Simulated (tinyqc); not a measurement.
# Lossy on-chip transmission line with skin effect: what changes with what

A uniform line in a homogeneous dielectric: c = sqrt(er)/(c0 Z0), l = Z0 sqrt(er)/c0 (c0 = 299792458 m/s), g = w c td, w = 2 pi f. The resistance joins its limits as r = sqrt(r_dc^2 + r_hf^2), with r_dc = rho/(wd th), r_hf = kr rho/(2 delta (wd + th)), delta = sqrt(rho/(pi f mu0)), mu0 = 4 pi 1e-7 H/m; this is an interpolation, and internal inductance, up to 0.05 nH/mm at low frequency, is neglected.

Inputs (values chosen for the exercise):

| symbol | value | unit | meaning |
|---|---|---|---|
| wd | 1.4 | um | width of the strip |
| th | 1.4 | um | thickness of the strip |
| rho | 2.9 | uohm cm | resistivity |
| er | 2.7 |  | relative permittivity |
| td | 0.005 |  | loss tangent |
| Z0 | 60 | ohm | lossless impedance sqrt(l/c) |
| kr | 1.5 |  | factor for crowding and the return path |
| len | 3.7 | mm | length |
| Rg | 25 | ohm | source resistance |
| RL | 50 | ohm | load resistance |
| CL | 100 | fF | load capacitance |
| f | 0.79 | GHz | frequency |

Each table varies one quantity; the others keep the values above.

## Line properties against frequency

gamma = sqrt((r + i w l)(g + i w c)) = alpha + i beta, Zc = sqrt((r + i w l)/(g + i w c)), roots with positive real part; loss 8.685889638 alpha in dB; phase velocity w/beta. ZL = 1/(1/RL + i w CL); reflection (ZL - Zc)/(ZL + Zc); Zin = Zc (ZL + Zc tanh(gamma len))/(Zc + ZL tanh(gamma len)); H = V_load/V_source = [Zin/(Zin + Rg)]/[cosh(gamma len) + (Zc/ZL) sinh(gamma len)].

Line properties against frequency:

| f (GHz) | r (ohm/mm) | r/(w l) | loss (dB/mm) | \|Zc\| (ohm) | phase velocity over c0 | length in wavelengths | \|H\| (dB) |
|---|---|---|---|---|---|---|---|
| 0.01 | 14.80 | 716.2 | 0.05671 | 1606 | 0.03222 | 0.003831 | -8.283 |
| 0.03 | 14.80 | 238.8 | 0.09810 | 927.2 | 0.05571 | 0.006646 | -8.285 |
| 0.09 | 14.82 | 79.70 | 0.1693 | 535.7 | 0.09604 | 0.01157 | -8.289 |
| 0.3 | 14.88 | 24.00 | 0.3053 | 294.1 | 0.1725 | 0.02147 | -8.304 |
| 0.8 | 15.02 | 9.084 | 0.4841 | 181.4 | 0.2709 | 0.03645 | -8.337 |
| 2 | 15.34 | 3.712 | 0.7158 | 117.6 | 0.3918 | 0.06300 | -8.411 |
| 7 | 16.63 | 1.149 | 1.077 | 74.06 | 0.5424 | 0.1593 | -8.704 |
| 20 | 19.58 | 0.4737 | 1.396 | 63.11 | 0.5933 | 0.4160 | -9.801 |
| 60 | 26.68 | 0.2152 | 1.965 | 60.68 | 0.6053 | 1.223 | -14.78 |

What does the table show?

r equals w l at 8.19 GHz: below it |Zc| and the delay grow as in an RC line, above it |Zc| tends to Z0 = 60 ohm and the velocity to 1/sqrt(er) = 0.609 c0. The loss goes as f^(0.50) between the first two rows and f^(0.31) between the last two. |H| is -8.28 dB in the first row and -14.8 dB in the last; between rows it can pass through resonances that the table doesn't show.

## Effect of the loss tangent

Same model as above.

The same in every row: r (ohm/mm) = 15.01; r/(w l) = 9.197.

Effect of the loss tangent:

| td | loss (dB/mm) | \|Zc\| (ohm) | phase velocity over c0 | length in wavelengths | \|H\| (dB) |
|---|---|---|---|---|---|
| 0 | 0.4800 | 182.5 | 0.2688 | 0.03627 | -8.334 |
| 0.001 | 0.4803 | 182.5 | 0.2689 | 0.03626 | -8.335 |
| 0.002 | 0.4805 | 182.5 | 0.2690 | 0.03624 | -8.335 |
| 0.005 | 0.4813 | 182.5 | 0.2694 | 0.03619 | -8.337 |
| 0.01 | 0.4827 | 182.5 | 0.2700 | 0.03611 | -8.339 |
| 0.02 | 0.4854 | 182.5 | 0.2712 | 0.03595 | -8.343 |
| 0.04 | 0.4908 | 182.4 | 0.2737 | 0.03563 | -8.352 |

Read the table: what changes, and by how much?

As td goes from 0 to 0.04, the loss rises from 0.480 to 0.491 dB/mm, |Zc| stays near 182 ohm and |H| goes from -8.33 to -8.35 dB, with its highest value among the rows, -8.33 dB, at td = 0. In the low-loss estimate the dielectric part g Z0/2 equals the conductor part r/(2 Z0) at td = 9.20.

tinyqc, about 0.01 s, one thread, Intel Xeon 2.30GHz (shared host): `OMP_NUM_THREADS=1 python tinyqc.py 2810101 2810102 out.jsonl`
